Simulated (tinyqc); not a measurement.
Long-channel MOSFET, surface-potential model: two steps of the calculation.

n-channel transistor on a uniformly doped p-type body, gradual-channel approximation, constant mobility, Boltzmann statistics, full ionisation. Potentials are counted from the neutral body; V is the electron quasi-Fermi potential, Vsb at the source and Vsb + Vds at the drain. Charges are magnitudes per area.

Inputs (values chosen for the exercise); material values close to those of gallium arsenide: temperature T = 293 K; band gap Eg = 1.4 eV; relative permittivity of the semiconductor eps_r = 12.9; conduction-band density of states at T Nc = 4.31e17 cm^-3; valence-band density of states at T Nv = 8.63e18 cm^-3; acceptor density of the body Na = 3.2e15 cm^-3; relative permittivity of the gate insulator eox = 24.1; insulator thickness tox = 25 nm; flat-band voltage Vfb = -0.38 V; source-body reverse bias Vsb = 0 V; gate-source voltage Vgs = 0.86 V.

Constants: q = 1.602176634e-19 C, kB = 1.380649e-23 J/K, Vt = kB T/q, eps0 = 8.8541878128e-14 F/cm where lengths are in cm. Results are converted to the units shown.

Problem 1. Body potential, insulator capacitance and body factor. ni = sqrt(Nc Nv) exp(-Eg/(2 Vt)), Eg in volts; phiF = Vt ln(Na/ni); Cox = eps0 eox/tox; gamma = sqrt(2 q eps0 eps_r Na)/Cox. VT = Vfb + 2 phiF + gamma sqrt(2 phiF + Vsb), m = 1 + gamma/(2 sqrt(2 phiF + Vsb)).

Find: ni; phiF; Cox; gamma; VT; m.

Solution 1.

ni = 1.7572e6 cm^-3
phiF = 0.53837 V
Cox = 0.85354 uF/cm^2
gamma = 0.040095 V^0.5
VT = 0.73835 V
m = 1.0193

Problem 2. Inversion charge along the channel. The surface potential psi at channel potential V solves Vgs + Vsb - Vfb - psi = gamma sqrt(G), G = psi - Vt + Vt exp((psi - 2 phiF - V)/Vt). Charge sheet: Qi = Cox gamma [sqrt(G) - sqrt(psi - Vt)]. Pao-Sah: Qi = (Cox gamma/2) integral from 3 Vt to psi of exp((u - 2 phiF - V)/Vt)/sqrt(G(u, V)) du.

V, point 0 to 6 (V): 0  0.033333333  0.066666667  0.1  0.13333333  0.16666667  0.2
phiF = 0.53837234 V
Cox = 0.85354371 uF/cm^2
gamma = 0.040094854 V^0.5

Give: psi; Qi, charge sheet; Qi, Pao-Sah.

Solution 2.

```
point  psi (V)  Qi, charge sheet (nC/cm^2)  Qi, Pao-Sah (nC/cm^2)
0       1.1768                      17.187                 17.363
1       1.1876                      7.8140                 7.8975
2       1.1934                      2.7893                 2.8199
3       1.1956                     0.83482                0.84408
4       1.1963                     0.23098                0.23355
5       1.1965                    0.062303               0.062997
6       1.1966                    0.016685               0.016871
```

At the source the charge-sheet charge is 1.0 % below the Pao-Sah one.

Computed by the program tinyqc: `OMP_NUM_THREADS=1 python tinyqc.py 2360027 2360028 out.jsonl`, one thread of a shared Intel Xeon 2.30GHz, about 0.05 s for the whole run.
